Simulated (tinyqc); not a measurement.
# Changing the tail abruptness

Model: sheet resistance of a shallow doped layer with concentration-dependent mobility and limited activation. Computed by tinyqc, a small Python program. Command: `OMP_NUM_THREADS=1 python tinyqc.py 3021540 3021541 out.jsonl irvin sweep`. One thread of a shared host (Intel(R) Xeon(R) Processor @ 2.30GHz), about 0.04 s of CPU time with the checks.

A layer of one dopant lies in a background of the opposite type. Current flows parallel to the surface down to the junction; depletion is ignored.

Inputs (values chosen for the exercise, modelled on phosphorus in silicon):
```
quantity                          value        unit
surface concentration C_s       3.2e+20      1/cm^3
length l                            3.4          nm
background C_B                  1.9e+15      1/cm^3
mobility floor mu_min              66.7  cm^2/(V s)
mobility mu_max                    1450  cm^2/(V s)
reference density N_r          8.62e+16      1/cm^3
exponent alpha                    0.706           -
prefactor of the active limit   8.6e+21      1/cm^3
energy of the active limit        0.331          eV
anneal temperature T                750           C
```

Profile: box with exponential tail.

Constants: k_B = 8.617333262e-05 eV/K; e = 1.602176634e-19 C.

Method:
- C(x) = C_s for x < l and C_s 10^(-(x - l)/abruptness) beyond.
- Temperatures in kelvin are T(C) + 273.15.
- Active limit C_a = prefactor x exp(-energy/(k_B T)); the junction lies where C = C_B, and the profile exceeds C_a down to x_a (zero if C_s is below C_a). Slope at the junction in nm per decade = ln(10) C/|dC/dx|.
- Active density N = min(C, C_a); carriers n = N - C_B; mobility mu = mu_min + (mu_max - mu_min)/(1 + ((N + C_B)/N_r)^alpha).
- Integrals from 0 to x_j, where C = C_B (Gauss-Legendre, 60 points on each smooth piece; 1 nm = 1e-7 cm): dose int C dx, carriers int n dx, mean mobility int n mu dx/int n dx, R_s = 1/(e int n mu dx).

One run for each value:
```
tail abruptness (nm/decade)  junction depth x_j (nm)  sheet resistance R_s (ohm/square)  product R_s x_j (ohm nm)
1.0                                            8.626                             1042.4                      8992
2.6                                           16.989                              818.3                     13901
4.1                                           24.828                              681.0                     16908
5.7                                           33.190                              577.6                     19172
7.3                                           41.553                              501.5                     20839
8.9                                           49.915                              443.1                     22118
10.0                                          55.664                              410.3                     22837
12.0                                          66.117                              361.5                     23904
```

Over the rows, junction depth x_j (nm) rises from 8.63 to 66.1 (exponent d ln y / d ln x 0.71 between the first rows and 0.94 between the last); sheet resistance R_s (ohm/square) falls from 1040 to 362 (exponent d ln y / d ln x -0.25 between the first rows and -0.69 between the last); product R_s x_j (ohm nm) rises from 8990 to 23900 (exponent d ln y / d ln x 0.46 between the first rows and 0.25 between the last). On average the tail conducts less per unit depth than the box, so abrupt profiles give the best R_s x_j.

Caution (all rows): above about 2e20 per cm^3 measured mobilities fall further than this form.

Extremes, crossings and ranges named in words are read from the listed rows.
